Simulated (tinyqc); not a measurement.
MOS capacitor on a p-type substrate, surface potential from the exact charge relation: effect of the temperature on threshold and swing.

Uniform p-type substrate, Boltzmann statistics, full ionisation, classical densities. psi is the surface potential against the body (positive when the bands bend down) and u = psi/Vt. Traps are spread evenly over the gap and neutral at flat band, so their charge is -q Dit psi; the minority quasi-Fermi level is shifted by Vb.

Nc and Nv are given at 400 K and scale as (T/400 K)^1.5; Eg is held fixed. ni = sqrt(Nc Nv) exp(-Eg/(2 Vt)), Eg in volts; phiF = Vt ln(N/ni); Cox = eps0 eox/tox; Vfb = phiM - chi - (Eg - Vt ln(Nv/N)) - q Nf/Cox; VT = Vfb + [(2 phiF + Vb)(1 + q Dit/Cox) + sqrt(2 eps0 eps_r q N (2 phiF + Vb))/Cox]. gamma = sqrt(2 eps0 eps_r q N)/Cox; Wm = sqrt(2 eps0 eps_r (2 phiF + Vb)/(q N)); m = 1 + (eps0 eps_r/Wm + q Dit)/Cox; swing m Vt ln 10; Cmin/Cox = 1/(1 + Cox Wm/(eps0 eps_r)).

Inputs (values chosen for the exercise); band and dielectric values close to those of germanium:
- Eg = 0.667 eV (band gap)
- eps_r = 16 (relative permittivity)
- Nc = 1.57e19 cm^-3 (conduction-band density of states at the reference temperature)
- Nv = 9.11e18 cm^-3 (valence-band density of states at the reference temperature)
- chi = 4 eV (electron affinity)
- N = 1.2e18 cm^-3 (acceptor density of the substrate)
- eox = 3.9 (relative permittivity of the gate insulator (close to silicon dioxide))
- tox = 1.5 nm (insulator thickness)
- phiM = 4.62 eV (gate work function)
- Nf = 0 cm^-2 (fixed charge at the interface, in units of q)
- Dit = 1.8e12 cm^-2 eV^-1 (density of interface traps)
- Vb = 0 V (reverse bias of the inversion layer against the body)

Constants: q = 1.602176634e-19 C, kB = 1.380649e-23 J/K, Vt = kB T/q, eps0 = 8.8541878128e-14 F/cm where lengths are in cm. Results are converted to the units shown.

The same in every row: gamma (V^0.5) = 0.32061.

Result of one run:
```
T (K)    Vfb (V)  2 phiF (V)   VT (V)  Wm (nm)       m  swing (mV/decade)  Cmin/Cox
280    -0.010999     0.58187  0.88832   29.283  1.3354             74.194   0.17366
```

What becomes of these results when the temperature T is changed from 280 to 320 K, all else the same?

Result of the changed run:
```
T (K)     Vfb (V)  2 phiF (V)   VT (V)  Wm (nm)       m  swing (mV/decade)  Cmin/Cox
320    -3.3305e-4     0.55866  0.86794   28.693  1.3397             85.067   0.17660
```

The whole series:
```
T (K)     Vfb (V)  2 phiF (V)   VT (V)  Wm (nm)       m  swing (mV/decade)  Cmin/Cox
200     -0.029984     0.62359  0.92490   30.315  1.3283             52.712   0.16874
240     -0.020924     0.60359  0.90737   29.825  1.3316             63.413   0.17104
280     -0.010999     0.58187  0.88832   29.283  1.3354             74.194   0.17366
320    -3.3305e-4     0.55866  0.86794   28.693  1.3397             85.067   0.17660
360      0.010981     0.53415  0.84637   28.057  1.3446             96.048   0.17988
400      0.022871     0.50850  0.82369   27.375  1.3501             107.15   0.18354
440      0.035279     0.48180  0.79998   26.646  1.3562             118.41   0.18762
```

As T goes from 200 to 440, VT falls from 0.925 to 0.800 V, the swing rises from 52.7 to 118 mV/decade and Cmin/Cox rises from 0.169 to 0.188. Of the change of VT by -0.125 V, 0.0653 V comes from Vfb and -0.190 V from the band bending and the charge it takes. VT changes by -0.520 mV/K on average.

Computed by the program tinyqc: `OMP_NUM_THREADS=1 python tinyqc.py 2060112 2060113 out.jsonl`, one thread of a shared Intel Xeon 2.30GHz, about 0.01 s for the whole run.
